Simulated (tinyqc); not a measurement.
Phonon-assisted absorption at an indirect gap: one step. What a slab does with it. Four cases, with inputs chosen for the exercise.

Question. d in cm is 1e-4 times the value in micrometres.

Slab of thickness d in air, incoherent passes: R = ((nr - 1)/(nr + 1))^2, x = exp(-alpha d); transmitted Tr = (1 - R)^2 x/(1 - R^2 x^2), reflected Rt = R + (1 - R)^2 R x^2/(1 - R^2 x^2), absorbed Ab = (1 - R)(1 - x)/(1 - R x).

Case 1.

Values chosen (out of a larger set: loosely those of Si at room temperature; Eg is not tied to T; not measured data): nr = 3.55 (refractive index); d = 1.1 micrometre (thickness).

alpha = 160.590 1/cm

Case 2.

Values chosen (out of a larger set: loosely those of AlAs at room temperature; Eg is not tied to T; not measured data): nr = 3.09 (refractive index); d = 1.3 micrometre (thickness).

alpha = 1215.53 1/cm

Case 3.

Values chosen (out of a larger set: loosely those of Si at room temperature; Eg is not tied to T; not measured data): nr = 3.61 (refractive index); d = 230 micrometre (thickness).

alpha = 418.756 1/cm

Case 4.

Values chosen (out of a larger set: loosely those of AlAs at room temperature; Eg is not tied to T; not measured data): nr = 3.08 (refractive index); d = 45 micrometre (thickness).

alpha = 1214.98 1/cm

Give: R; x; Tr; Rt; Ab.

Answer.

Case 1.

R = 0.3141
x = 0.9825
Tr = 0.5109
Rt = 0.4717
Ab = 0.0174

A single pass would absorb (1 - R)(1 - x) = 0.0120; the back face adds 0.0054.

Case 2.

R = 0.2611
x = 0.8538
Tr = 0.4905
Rt = 0.3705
Ab = 0.1390

A single pass would absorb (1 - R)(1 - x) = 0.1080; the back face adds 0.0310.

Case 3.

R = 0.3205
x = 0.0001
Tr = 0.0000
Rt = 0.3205
Ab = 0.6794

A single pass would absorb (1 - R)(1 - x) = 0.6794; the back face adds 0.0000.

Case 4.

R = 0.2599
x = 0.0042
Tr = 0.0023
Rt = 0.2599
Ab = 0.7378

A single pass would absorb (1 - R)(1 - x) = 0.7370; the back face adds 0.0008.

Computed by tinyqc, one run a case: `OMP_NUM_THREADS=1 python tinyqc.py N N+1 out.jsonl` with N = 1681782, 1681828, 1681910, 1682007; one thread of a shared Intel(R) Xeon(R) Processor @ 2.30GHz, about 0.01 s a run at most.
